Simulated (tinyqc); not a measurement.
# Length offset and series resistance from crossing lines

Problem. R_total = Rs + k (L - dL)/Vo with constant Rs, dL and k. Find k, dL and Rs.

R_total at (L, Vo) = (40, 0.43), (80, 0.43), (40, 0.73) and (80, 0.73), L in nm and Vo in V (ohm um): [363.72093, 540.46512, 312.87671, 416.98630]

Answer. At each overdrive R is a straight line in L with slope k/Vo; the two lines cross at L = dL, R = Rs.

k = 1.900 ohm um V/nm
dL = 12.00 nm
Rs = 240.0 ohm um

Computed by the program tinyqc: `OMP_NUM_THREADS=1 python tinyqc.py 2282042 2282043 out.jsonl`, one thread of a shared Intel Xeon 2.30GHz, about 0.09 s for the whole run.
